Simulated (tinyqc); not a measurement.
Donors with valley-orbit split 1s states: one step. Neutrality. Four cases, with inputs chosen for the exercise.

Task: Solve for eta.

Each donor binds at most one electron, in any of its states. For a site s, W_s = sum over its states of g exp(E/kT), and the ionised share is 1/(1 + W_s exp(eta)), eta = (EF - Ec)/kT; n = Nc F_1/2(eta); neutrality n + NA = ND x (mean ionised share); holes are neglected. Nc from N = 2 (m kB T/(4 pi c))^(3/2) with c = hbar^2/2m0, in 1/angstrom^3; times 1e24 for 1/cm^3, m = md. F_j(eta) = (1/Gamma(j + 1)) integral_0^infinity x^j dx/(1 + exp(x - eta)), which tends to exp(eta) for eta << 0.

Case 1.

Values chosen (out of a larger set: near those of Sb in Si; not measured data): ND = 1.2e+17 1/cm^3 (donors); NA = 0 1/cm^3 (compensating acceptors, all ionised).

Nc = 2.796950e+19 1/cm^3

W_s: donor 43.45953

Case 2.

Values chosen (out of a larger set: near those of P in Si; not measured data): ND = 2.6e+17 1/cm^3 (donors); NA = 2.1e+16 1/cm^3 (compensating acceptors, all ionised).

Nc = 5.892559e+19 1/cm^3

W_s: donor 28.06099

Case 3.

Values chosen (out of a larger set: near those of P in Si; not measured data): ND = 1.2e+17 1/cm^3 (donors); NA = 0 1/cm^3 (compensating acceptors, all ionised).

Nc = 1.548030e+19 1/cm^3

W_s: donor 88.32328

Case 4.

Values chosen (out of a larger set: near those of P in Si; not measured data): ND = 4.5e+16 1/cm^3 (donors); NA = 1.1e+16 1/cm^3 (compensating acceptors, all ionised).

Nc = 3.320035e+19 1/cm^3

W_s: donor 38.11994

Give: eta; n; ionised share.

Result:

Case 1.

eta = -5.599
n = 1.03e+17 1/cm^3

ionised share: donor 0.861

n is 0.861 of ND - NA.

Case 2.

eta = -5.613
n = 2.15e+17 1/cm^3

ionised share: donor 0.907

n is 0.899 of ND - NA.

Case 3.

eta = -5.241
n = 8.18e+16 1/cm^3

ionised share: donor 0.681

n is 0.681 of ND - NA.

Case 4.

eta = -6.932
n = 3.24e+16 1/cm^3

ionised share: donor 0.964

n is 0.953 of ND - NA.

Computed by tinyqc, one run a case: `OMP_NUM_THREADS=1 python tinyqc.py N N+1 out.jsonl` with N = 1681521, 1681768, 1682101, 1682217; one thread of a shared Intel(R) Xeon(R) Processor @ 2.30GHz, about 0.01 s a run at most.
